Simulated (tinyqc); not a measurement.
One-dimensional ballistic tunnel FET, two-band WKB: transfer curve and swing.

A p-type source for x < 0 with its Fermi level at 0 and its valence edge at ds; in the channel the bands fall as D exp(-x/lam) towards their flat values, with the conduction edge at Ec = ds - dP and D = dP + Eg. The gate moves dP one to one. The drain Fermi level lies at -Vd and the drain side reflects nothing. For w = E - Ec between 0 and dP an electron crosses the gap. Two-band dispersion with equal masses m: inside the gap kappa = sqrt(m u (1 - u/Eg)/C), u the distance from a band edge, C = hbar^2/(2 m0).

S(w) = 2 lam int_0^Eg kappa(u) du/(w + Eg - u) = 2 pi lam sqrt(m/(C Eg)) [w + Eg/2 - sqrt(w (w + Eg))], T(w) = exp(-S). I = g (2 q^2/h) int_0^dP T(w) [f(E) - f(E + Vd)] dw, E = ds - dP + w, f(x) = 1/(1 + exp(x/Vt)). Swing = d(dP)/d(log10 I).

Parameters, values chosen for the exercise; band and dielectric values close to those of indium arsenide: temperature T = 200 K; band gap Eg = 0.345 eV; band-edge mass of the two-band model m = 0.026 m0; screening length of the source junction lam = 2.1 nm; source valence edge above the source Fermi level ds = 0.17 eV; drain bias Vd = 0.1 V; number of degenerate subbands (spin apart) g = 1.

Constants: q = 1.602176634e-19 C, kB = 1.380649e-23 J/K, hbar = 1.054571817e-34 J s, h = 6.62607015e-34 J s, m0 = 9.1093837015e-31 kg, Vt = kB T/q, hbar^2/(2 m0) = 0.0380998212 eV nm^2. Results are converted to the units shown.

Result of one run:
```
T(w = dP)    I (uA)  swing (mV/decade)
0.1170     7.221e-6              18.70
```

Which tunnelling window Ev(source) - Ec(channel) dP gave this result: 0.0094, 0.014, 0.021, 0.03 or 0.14 eV?

dP = 0.014 eV.

The whole series:
```
dP (eV)  T(w = dP)    I (uA)  swing (mV/decade)
0.0094     0.09981  3.774e-6              14.02
0.014       0.1170  7.221e-6              18.70
0.021       0.1403  1.528e-5              24.26
0.03        0.1670  3.302e-5              29.39
0.045       0.2064  9.653e-5              34.57
0.066       0.2542  3.635e-4              37.89
0.097       0.3139  0.002282              39.53
0.14        0.3815   0.02637              42.13
0.21        0.4664    0.5086              84.19
0.31        0.5533     2.253              343.4
```

I rises from 3.77e-6 to 2.25 uA and the swing rises from 14.0 to 343 mV/decade. The thermionic limit is Vt ln 10 = 39.7 mV/decade; the swing stays under it up to dP = 0.097 eV among the rows, where I is 0.00228 uA, 0.10 % of the last row. Leakage below the onset is not in the model. In 8 of the 10 rows S at w = dP is below 2, where a WKB prefactor of 1 is a rough guess.

Numbers from tinyqc (`OMP_NUM_THREADS=1 python tinyqc.py 2620114 2620115 out.jsonl`; about 0.02 s on one thread of a shared Intel Xeon 2.30GHz).
